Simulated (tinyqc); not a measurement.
Comparisons within one model: mean-field antiferromagnet of the Hubbard model on the square lattice. A value that a table varies takes the place of the one given here.

e(k) = -2 t (cx + cy) - 4 t2 cx cy, ci = cos ki; one electron a site; Q = (pi, pi). <n_up - n_dn> = m cos(Q.R) gives Delta = U m/2 and bands E = e+ -/+ sqrt(e-^2 + Delta^2), e+- = (e(k) +- e(k + Q))/2 (the constant U/2 is dropped). Means run over the mesh k_i = 2 pi (j + 1/2)/N of the whole zone: mu from mean(f(E-) + f(E+)) = 1; m(out) = mean of Delta (f(E-) - f(E+))/sqrt(e-^2 + Delta^2); free energy per site F = -kT mean[ln(1 + exp(-(E- - mu)/kT)) + ln(1 + exp(-(E+ - mu)/kT))] + mu + U m^2/4. Order at T > 0 in two dimensions is an artefact of mean field.

Constants: kB = 8.617333262e-05 eV/K.

Values chosen for the exercise:
- t = 0.32 eV (nearest hopping)
- t2 = 0 eV (second hopping)
- T = 100 K
- U = 2.26 eV (on-site repulsion)

## From weak to strong coupling

Mesh N = 48, start m = 0.9, at most 400 steps; U takes the listed multiples of t. The gap (negative: overlap) is read for that Delta on the unshifted mesh N = 64, which holds the band extrema.

Results:

| U/t | m | Delta (eV) | gap (eV) | F - F(0) (meV) | J = 4 t^2/U (meV) |
|---|---|---|---|---|---|
| 1.5 | 0.253 | 0.061 | 0.121 | -1.46 | 853 |
| 2.0 | 0.376 | 0.120 | 0.241 | -5.50 | 640 |
| 3.0 | 0.566 | 0.272 | 0.543 | -23.97 | 427 |
| 4.0 | 0.691 | 0.442 | 0.884 | -56.11 | 320 |
| 5.0 | 0.772 | 0.618 | 1.236 | -99.29 | 256 |
| 6.0 | 0.827 | 0.794 | 1.589 | -150.72 | 213 |
| 8.0 | 0.893 | 1.143 | 2.285 | -270.14 | 160 |
| 12.0 | 0.948 | 1.821 | 3.642 | -544.25 | 107 |
| 20.0 | 0.981 | 3.138 | 6.275 | -1144.28 | 64 |

Every row has a moment above 0.02; a gap is open from U/t = 1.5 on. With t2 = 0 the Fermi surface is nested by Q, so at zero temperature and on an infinite mesh any U orders; at small U the finite mesh and kT = 0.027 t can suppress or reduce the moment. At U/t = 20 m has reached 0.981 and the gap is 0.98 U. Mean field leaves out spin fluctuations, which lower m (at large U to about 0.6 on the square and 0.85 on the simple cubic lattice) and the ordering temperature, which is zero in two dimensions.

## Order against temperature

Mesh N = 48, start m = 0.9, at most 400 steps; Delta(50 K) = 0.9803 eV.

Results:

| T (K) | kT/Delta(50 K) | m | Delta (eV) |
|---|---|---|---|
| 570 | 0.050 | 0.867 | 0.9803 |
| 1710 | 0.150 | 0.866 | 0.9785 |
| 2840 | 0.250 | 0.838 | 0.9475 |
| 3980 | 0.350 | 0.744 | 0.8403 |
| 4780 | 0.420 | 0.609 | 0.6886 |
| 5460 | 0.480 | 0.405 | 0.4575 |
| 6140 | 0.540 | 0.000 | 0.0000 |
| 6830 | 0.600 | 0.000 | 0.0000 |
| 7960 | 0.700 | 0.000 | 0.0000 |

The moment is below 0.02 from 6140 K on (kT/Delta = 0.54); close to the transition 400 steps may not suffice, so a small m in the row before can be unconverged. Weak-coupling theory puts the transition at 0.567 and the atomic limit at 0.5. In two dimensions fluctuations forbid long-range order at any finite T, which mean field misses.

## Mesh

Start m = 0.9, at most 400 steps.

Results:

| N | m | Delta (eV) |
|---|---|---|
| 4 | 0.8673 | 0.9801 |
| 6 | 0.8674 | 0.9802 |
| 8 | 0.8675 | 0.9803 |
| 12 | 0.8675 | 0.9803 |
| 16 | 0.8675 | 0.9803 |
| 24 | 0.8675 | 0.9803 |
| 48 | 0.8675 | 0.9803 |

m spans 0.8673 to 0.8675; it stays within 0.002 of the last value from N = 4 on. The level spacing across the Fermi surface, about 4 pi t/N, should fall below the larger of Delta = 0.980 eV and kT, a rough rule that asks for N above about 4.1.

## What moves the order

Mesh N = 48, start m = 0.9; the gap (negative: overlap) is read for that Delta on the unshifted mesh N = 64. Each row changes one parameter from the base and keeps the others.

Results:

| case | m | Delta (eV) | gap (eV) |
|---|---|---|---|
| base | 0.8675 | 0.9803 | 1.9605 |
| U = 2.486 eV | 0.8872 | 1.1028 | 2.2056 |
| t = 0.352 eV | 0.8451 | 0.9549 | 1.9099 |
| t2 = -0.016 eV | 0.8675 | 0.9803 | 1.8965 |
| T = 700 K | 0.8675 | 0.9803 | 1.9605 |

The largest shifts from the base row, up to three for each result and ties (the steps differ in size, so this ranks the rows, not the parameters). m: t -0.0224, U +0.0197; unchanged at the printed digits by t2 and T. Delta (eV): U +0.1225, t -0.0253; unchanged at the printed digits by t2 and T. gap (eV): U +0.2450, t2 -0.0640, t -0.0507; unchanged at the printed digits by T.

Run: tinyqc, `OMP_NUM_THREADS=1 python tinyqc.py 1682476 1682477 out.jsonl`; Intel(R) Xeon(R) Processor @ 2.30GHz, one thread, shared host; about 0.2 s of CPU time with all checks.
